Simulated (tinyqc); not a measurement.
MP2 on RHF in the sto-3g basis, for H2, spin multiplicity 1, step by step. Computed by tinyqc, a small Python program that keeps every step (integrals from PySCF). Settings: charge = 0, multiplicity = 1, basis = sto-3g, method = RHF, energy threshold = 1e-10, iteration cap = 55, orthogonalisation = symmetric, start = core, DIIS depth = 6. Command: `OMP_NUM_THREADS=1 python tinyqc.py 29010 29011 out.jsonl` (the two numbers bound the seeds that draw the settings). One thread of a shared host (Intel(R) Xeon(R) Processor @ 2.60GHz), about 0.07 s of CPU time with the checks. The early iterations of the SCF are left out here.

## One-electron integrals

Geometry (angstrom):

| atom | x | y | z |
|---|---|---|---|
| H | 0.000000 | 0.000000 | 0.000000 |
| H | 0.000000 | 0.000000 | 0.671000 |

Basis sto-3g: exponents (1/bohr^2) and contraction coefficients of normalised primitives:

| element | l (shell) | exponent | coefficient |
|---|---|---|---|
| H | s (1) | 3.425251 | 0.154329 |
| H | s (1) | 0.623914 | 0.535328 |
| H | s (1) | 0.168855 | 0.444635 |

Overlap, kinetic and nuclear-attraction integrals over the contracted functions; the nuclear repulsion is the sum of Za Zb / Rab.

nuclear repulsion = 0.78863966 hartree

overlap S:
```
          1H 1s     2H 1s
1H 1s  1.000000  0.705109
2H 1s  0.705109  1.000000
```

kinetic energy T (hartree):
```
          1H 1s     2H 1s
1H 1s  0.760032  0.280239
2H 1s  0.280239  0.760032
```

nuclear attraction V (hartree):
```
           1H 1s      2H 1s
1H 1s  -1.927942  -1.322292
2H 1s  -1.322292  -1.927942
```

core Hamiltonian H = T + V (hartree):
```
           1H 1s      2H 1s
1H 1s  -1.167910  -1.042054
2H 1s  -1.042054  -1.167910
```

## Two-electron integrals

Functions are numbered as in S; the eight-fold symmetry (ij|kl) = (ji|kl) = (kl|ij) leaves the list below.

Two-electron integrals (ij|kl) in chemists' order, unique and non-zero (hartree):
```
(11|11) 0.774606   (21|11) 0.484561   (21|21) 0.345530   (22|11) 0.596171
(22|21) 0.484561   (22|22) 0.774606
```

## Orthogonalisation

S = U s U^T; symmetric (Loewdin) form X = U s^(-1/2) U^T, so that X^T S X = 1.

eigenvalues of S: 0.294891  1.705109

X:
```
           1H 1s      2H 1s
1H 1s   1.303652  -0.537837
2H 1s  -0.537837   1.303652
```

## Iteration 2 (converged): orbitals

converged F (hartree):
```
           1H 1s      2H 1s
1H 1s  -0.408270  -0.628724
2H 1s  -0.628724  -0.408270
```

Diagonalise F' = X^T F X, C = X C', fill 1 alpha and 1 beta electrons from the bottom; D = 2 C_occ C_occ^T. Each column has its largest component positive (the first on a tie).

F' = X^T F X (hartree):
```
           1          2
1   0.069706  -0.677875
2  -0.677875   0.069706
```

orbital energies (hartree): MO1 -0.608169, MO2 0.747580

coefficients C:
```
            MO1        MO2
1H 1s  0.541513   1.302130
2H 1s  0.541513  -1.302130
```

D after iteration 2:
```
          1H 1s     2H 1s
1H 1s  0.586473  0.586473
2H 1s  0.586473  0.586473
```

## Convergence

Stop when the energy changes by less than 1e-10 hartree and every element of the error matrix X^T (F D S - S D F) X is below 3e-06.

Course of the cycle:

| iteration | E (hartree) | change | largest element of the error matrix |
|---|---|---|---|
| 1 | -1.11561287 | - | 3.77e-16 |
| 2 | -1.11561287 | 4.44e-16 | 3.77e-16 |

PySCF RHF in the same basis = -1.11561287 hartree

Converged in 2 iterations.

## Integrals over molecular orbitals

(pq|rs) = sum C_ip C_jq C_kr C_ls (ij|kl), one index at a time.

one-electron integrals over orbitals h = C^T H C (hartree):
```
           1          2
1  -1.296084   0.000000
2   0.000000  -0.426791
```

Two-electron integrals over orbitals (pq|rs), unique and non-zero (hartree):
```
(11|11) 0.687915   (21|21) 0.177434   (22|11) 0.675903   (22|22) 0.710620
```

## Second-order Moller-Plesset energy

Hartree-Fock energy = -1.11561287 hartree

E2 = sum_ijab (ia|jb) [2 (ia|jb) - (ib|ja)] / (e_i + e_j - e_a - e_b) over occupied i, j and virtual a, b; the opposite-spin part is (ia|jb)^2 / denominator, the rest is same-spin, and SCS-MP2 scales them by 6/5 and 1/3.

Terms:

| i | j | a | b | (ia\|jb) | (ib\|ja) | denominator | term |
|---|---|---|---|---|---|---|---|
| 1 | 1 | 2 | 2 | 0.177434 | 0.177434 | -2.711498 | -0.011611 |

Pair energies (hartree; pair i-j sums ij and ji):

| pair | opposite spin | same spin |
|---|---|---|
| 1-1 | -0.011611 | 0.000000 |

MP2 correlation energy = -0.01161083 hartree

SCS-MP2 correlation energy = -0.01393300 hartree

MP2 total energy = -1.12722371 hartree
